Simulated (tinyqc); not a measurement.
## Conduction-band offset of an n-N heterojunction from carrier-profile moments: effect of the doping of the wide-gap layer

Layer 1 (x < 0) accumulates electrons and layer 2 (x > 0) is depleted. Boltzmann statistics. The bands bend down by V1 in layer 1 and up by V2 in layer 2, with V1 + V2 = VD = dE + Vt ln[(N2/Nc2)/(N1/Nc1)].

Sheet densities from the first integral: Q1 = sqrt((2 eps0 eps_r Vt N1/q)(exp(u1) - u1 - 1)) extra electrons, Q2 = sqrt((2 eps0 eps_r Vt N2/q)(exp(-u2) + u2 - 1)) missing ones, u = V/Vt; neutrality Q1 = Q2 + si.

Inputs (values chosen for the exercise); values of the order of III-V alloys:
- T = 350 K (temperature)
- eps_r = 12.6 (relative permittivity of both layers)
- Nc1 = 5.2e17 cm^-3 (density of states of the narrow-gap layer 1)
- Nc2 = 1.1e18 cm^-3 (density of states of the wide-gap layer 2)
- dE = 0.2 eV (conduction-band offset)
- N1 = 3.5e15 cm^-3 (donor density in layer 1)
- si = 0 cm^-2 (fixed charge at the interface)

Constants: q = 1.602176634e-19 C, kB = 1.380649e-23 J/K, Vt = kB T/q, eps0 = 8.8541878128e-14 F/cm where lengths are in cm. Results are converted to the units shown.

Effect of the doping of the wide-gap layer:
```
N2 (cm^-3)  VD (V)   V1 (V)  Q1 (cm^-2)  n(0-)/Nc1
3e15        0.1728  0.05033    6.226e10    0.03571
5.3e15      0.1899  0.06262    8.486e10    0.05368
9.3e15      0.2069  0.07600    1.144e11    0.08365
1.6e16      0.2232  0.08986    1.519e11     0.1325
2.9e16      0.2412   0.1059    2.064e11     0.2254
5e16        0.2576   0.1211    2.725e11     0.3737
8.8e16      0.2747   0.1374    3.628e11     0.6402
1.5e17      0.2907   0.1530    4.748e11      1.073
```

Q1 rises from 6.23e10 to 4.75e11 cm^-2, as N2^(0.52) over the table, while VD grows by Vt ln 10 a decade and the share V1/VD rises from 0.291 to 0.526. For N2 = 8.8e16, 1.5e17 n(0-) nears or passes Nc1, where degeneracy and quantisation lower Q1.

Numbers from tinyqc (`OMP_NUM_THREADS=1 python tinyqc.py 2410029 2410030 out.jsonl`; about 0.08 s on one thread of a shared Intel Xeon 2.30GHz).
